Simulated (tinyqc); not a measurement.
# Changing the phonon energy hbar w

Model: hot carriers by balance equations with a heated Maxwellian. Computed by tinyqc, a small Python program. Command: `OMP_NUM_THREADS=1 python tinyqc.py 3007929 3007930 out.jsonl hot sweep`. One thread of a shared host (Intel(R) Xeon(R) Processor @ 2.30GHz), about 0.03 s of CPU time with the checks.

The carriers follow a Maxwellian at an electron temperature T_e, slightly displaced; the drift energy is neglected against k_B T_e. The balance averages the rate, not the time, so mu_0 lies below the relaxation-time value.

Inputs (values chosen for the exercise, for a model non-polar semiconductor):
```
quantity,value,unit
effective mass m,0.165,m_0
density rho,5110,kg/m^3
sound velocity v_l,5950,m/s
acoustic deformation potential D_A,11,eV
optical or intervalley deformation potential D_o,8.4,1e8 eV/cm
final valleys Z_f,3,-
lattice temperature T,300,K
electric field F,0.49,kV/cm
iteration cap,300,-
```

Band: parabolic. Solver: Newton.

Constants: k_B = 8.617333262e-05 eV/K; k_B = 1.380649e-23 J/K; e = 1.602176634e-19 C; hbar = 1.054571817e-34 J s; m_0 = 9.1093837015e-31 kg; hbar = 6.582119569e-16 eV s.

Method:
- Parabolic band: E = hbar^2 k^2/(2 m), speed v = hbar k/m, states per spin, volume and energy g(E) = m k/(2 pi^2 hbar^2). Masses are multiplied by m_0 and all formulas are in SI units.
- Phonon occupation N_q = 1/(exp(hbar w/(k_B T)) - 1).
- Acoustic deformation potential (elastic, equipartition, absorption and emission together): 1/tau = 2 pi k_B T D_A^2 g(E)/(hbar rho v_l^2).
- Optical or intervalley deformation potential: 1/tau = (pi Z_f D_o^2/(rho w)) [N_q g(E + hbar w) + (N_q + 1) g(E - hbar w)], with g = 0 below the band edge.
- Averages over the Maxwellian, <y> = int y x^(1/2) exp(-x) dx / int x^(1/2) exp(-x) dx with x = E/(k_B T_e), split at x_0 = hbar w/(k_B T_e): 64 Gauss-Legendre points in sqrt(x) below it and 128 in sqrt(x - x_0) above it, up to x = 32. Momentum balance: mu(T_e) = e/(m nu), nu = <x (sum of rates)>/<x>. Power lost per carrier: P(T_e) = hbar w <emission rate - absorption rate> + <(2 m v_l^2/(k_B T)) (E - 2 k_B T) acoustic rate>.
- Energy relaxation time at weak heating: tau_E = (3/2) k_B / (dP/dT_e), the derivative by a central difference of +/- 0.5 K at T_e = T.
- Newton: h(T_e) = P - e mu F^2, T_new = T_e - h/h', with h' by a central difference of +/- 0.5 K, limited to the range T to 3 T_e.
- Start at T_e = 1.5 T; stop when T_e moves by less than 1e-6 K or exceeds 1e6 K.
- v = mu(T_e) F; warm-carrier coefficient (mu/mu_0 - 1)/F^2.

One run for each value:
```
phonon energy hbar w (meV),drift velocity (1e7 cm/s),electron temperature T_e (K),energy relaxation time tau_E (ps)
15,0.02851,300.81,0.749
21,0.05325,301.62,0.803
29,0.09297,303.16,0.895
40,0.15084,306.11,1.068
56,0.22245,312.05,1.443
78,0.28105,323.66,2.331
110,0.30741,350.08,5.163
150,0.30002,401.38,15.321
```

Over the rows, drift velocity (1e7 cm/s) goes from 0.0285 through a maximum among these rows, 0.307 at 110, to 0.300; electron temperature T_e (K) rises from 301 to 401 (exponent d ln y / d ln x 0.0080 between the first rows and 0.44 between the last); energy relaxation time tau_E (ps) rises from 0.749 to 15.3 (exponent d ln y / d ln x 0.20 between the first rows and 3.5 between the last).

Extremes, crossings and ranges named in words are read from the listed rows.
